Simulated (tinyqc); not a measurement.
Pariser-Parr-Pople SCF with singles CI, for the molecule C1=Nc2ccccc21 (SMILES; centres numbered as the heavy atoms are written), step by step. One step of it, computed by the program tinyqc.

Problem. Iteration 1: orbitals and new P. Diagonalise F (the basis is taken as orthonormal) and form P = 2 sum c c over the lowest orbitals; 0.5 of the old P is kept.

F (eV), lower triangle:
```
           1C         2N         3C         4C         5C         6C         7C         8C
1C  -0.631655
2N  -5.250901  -5.033248
3C   0.228201  -3.446920  -3.409154
4C   0.566776   0.455820  -4.734390  -4.641620
5C   0.143765  -0.015565  -0.079722  -4.287829  -7.391846
6C  -0.138796  -0.240478   0.557124  -0.866092  -4.674651  -7.774995
7C  -0.430687  -0.028466   0.757550  -0.297558  -1.101088  -4.625024  -5.133389
8C  -3.478187   0.771056  -3.437733   0.519916   0.506989   0.137539  -4.275563  -5.225153
```

pi electrons, sum of z_r less the charge = 8

P at the start, lower triangle:
```
           1C         2N         3C         4C         5C         6C        7C        8C
1C   0.468135
2N   0.709233   1.565767
3C  -0.074964   0.242437   1.576167
4C  -0.282808  -0.188057   0.620623   0.713751
5C  -0.085337   0.008686   0.030434   0.502574   0.613536
6C   0.077841   0.142106  -0.238683   0.330648   0.604896   0.702535
7C   0.179322   0.014114  -0.289163   0.127476   0.420362   0.591868  0.697333
8C   0.288114  -0.249573   0.277403  -0.198456  -0.217205  -0.052506  0.499159  1.662776
```

Give: orbital energies; P after iteration 1.

Solution.

orbital energies (eV): -15.5534  -11.4182  -10.0327  -7.1226  -2.4761  -0.2080  1.5014  6.0685

P after iteration 1, lower triangle:
```
         1C       2N       3C       4C       5C       6C      7C      8C
1C   0.5060
2N   0.7480   1.4947
3C   0.0388   0.2669   1.2271
4C  -0.2581  -0.1675   0.6646   0.8598
5C  -0.1087   0.0273   0.0810   0.5600   0.7803
6C   0.1003   0.1410  -0.2983   0.1276   0.6417   0.9020
7C   0.1573  -0.0980  -0.1929  -0.0212   0.2421   0.5924  0.7914
8C   0.2493  -0.2101   0.3733  -0.0608  -0.2778  -0.0745  0.6138  1.4387
```
